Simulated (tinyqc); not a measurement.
Range and order of the fit: effective mass of the conduction band from tabulated energies.

c = hbar^2/2m0.
Constants: hbar^2/2m0 = 3.80998211 eV angstrom^2.

Energies along [100], from the band edge:

| k (1/angstrom) | E (meV) |
|---|---|
| 0.000000 | 0.00000 |
| 0.001400 | 0.56030 |
| 0.002800 | 2.22690 |
| 0.004200 | 4.95930 |
| 0.005600 | 8.69530 |
| 0.007000 | 13.35780 |
| 0.008400 | 18.86220 |
| 0.009800 | 25.12230 |
| 0.011200 | 32.05470 |

reference mass (curvature of the model at k = 0.0001 1/angstrom) = 0.013300 m0

Least-squares fits of E = a k^2 (+ b k^4 + d k^6) over points 1 to n, and the line y = c k^2/E against E; errors of m against the reference.

Results:

| n | E at point n (meV) | one term (%) | two terms (%) | three terms (%) | line (%) | rms residual, one term (meV) |
|---|---|---|---|---|---|---|
| 3 | 5.0 | 1.70 | 0.03 | -0.01 | 0.00 | 0.013 |
| 4 | 8.7 | 2.86 | 0.09 | 0.00 | 0.00 | 0.038 |
| 5 | 13.4 | 4.27 | 0.21 | 0.01 | 0.00 | 0.085 |
| 6 | 18.9 | 5.90 | 0.41 | 0.03 | 0.00 | 0.160 |
| 7 | 25.1 | 7.72 | 0.69 | 0.06 | 0.01 | 0.270 |
| 8 | 32.1 | 9.72 | 1.07 | 0.12 | 0.02 | 0.421 |

The error of the parabola goes from +1.70 to +9.72 % as the range widens, and at n = 8 its residual, 0.42 meV, is only 1.3 % of the top energy: a small residual does not vouch for the mass. Over the full range (n = 8) the best form is the line (0.02 %); the line errs by 0.00 % at n = 3 and +0.02 % at n = 8. Without scatter, a narrower range or a second term is the cure: at n = 8 the errors are +9.72, +1.07 and +0.12 % for one, two and three terms. Three terms on three points interpolate exactly.

tinyqc: `OMP_NUM_THREADS=1 python tinyqc.py 1880633 1880634 out.jsonl`; about 0.01 s, one thread, shared Intel(R) Xeon(R) Processor @ 2.30GHz.
